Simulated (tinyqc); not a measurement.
Conductivity against oxygen pressure: defect equilibria of an oxide against oxygen pressure (mass action). Computed by tinyqc, a small Python program. Command: `OMP_NUM_THREADS=1 python tinyqc.py 3012712 3012713 out.jsonl brouwer walk`. One thread of a shared host (Intel(R) Xeon(R) Processor @ 2.30GHz), about 0.01 s of CPU time with the checks.

Defects: oxygen vacancies V (charge +2), electrons n, holes p, the ionic partner X = O_i'' (charge -2), and the dopant. Activities are taken equal to concentrations.

Inputs (values chosen for the exercise, for a model oxide):
```
quantity                           value             unit
reduction enthalpy H_r              5.23               eV
prefactor K_r0                   4.9e+67  cm^-9 atm^(1/2)
gap E_g                             2.66               eV
prefactor N_c N_v                2.6e+42            cm^-6
disorder enthalpy H_s               3.64               eV
prefactor K_s0                   5.5e+44            cm^-6
dopant density N_d               7.7e+17            cm^-3
temperature T                       1400                K
electron mobility mu_n             0.023       cm^2/(V s)
hole mobility mu_p                   0.2       cm^2/(V s)
vacancy diffusion prefactor D_0     0.04           cm^2/s
vacancy migration energy E_m           1               eV
```

Ionic disorder: anion Frenkel. Dopant (singly charged, fully ionised): acceptor.

Constants: k_B = 8.617333262e-05 eV/K; e = 1.602176634e-19 C.

Method:
- K_r = K_r0 exp(-H_r/k_B T) = [V] n^2 P^(1/2); K_i = N_c N_v exp(-E_g/k_B T) = n p; K_s = K_s0 exp(-H_s/k_B T) = [X] [V].
- Neutrality: 2 [V] + p = n + 2 [X] + N_d. With n as the unknown, [V] = K_r/(n^2 P^(1/2)), p = K_i/n, [X] = K_s/[V]; the log ratio is ln(positive/negative).
- The root is found by 60 bisections in ln n between n = 1e-10 and 1e25 cm^-3.
- sigma_n = e n mu_n, sigma_p = e p mu_p, sigma_ion = 2 e [V] mu_V with mu_V = 2 e D/(k_B T) and D = D_0 exp(-E_m/k_B T); only the oxygen vacancies carry ionic current, and the ionic transport number is sigma_ion over the total.

K_r = 7.29499e+48 cm^-9 atm^(1/2)

K_i = 6.90868e+32 cm^-6

K_s = 4.33450e+31 cm^-6

Log10 of the conductivities in S/cm:
```
log10 P (atm)   n-type   p-type    ionic    total  ionic transport number
-28             0.6210  -7.7095  -1.5187   0.6242                0.007197
-24            -0.0460  -7.0424  -2.1846  -0.0429                0.007215
-20            -0.7143  -6.3741  -2.8480  -0.7111                0.007298
-16            -1.3886  -5.6998  -3.4994  -1.3852                0.007688
-12            -2.0888  -4.9997  -4.0991  -2.0840                0.009660
-8             -2.8777  -4.2108  -4.5213  -2.8486                0.021250
-4             -3.8022  -3.2862  -4.6722  -3.1572                0.030551
0              -4.7517  -2.3368  -4.7733  -2.3335                0.003633
```

The ionic transport number stays at or below about 0.031: no electrolytic window. The total is lowest at log P = -4, between the n-type and the p-type branch.

Extremes, crossings and ranges named in words are read from the listed rows.
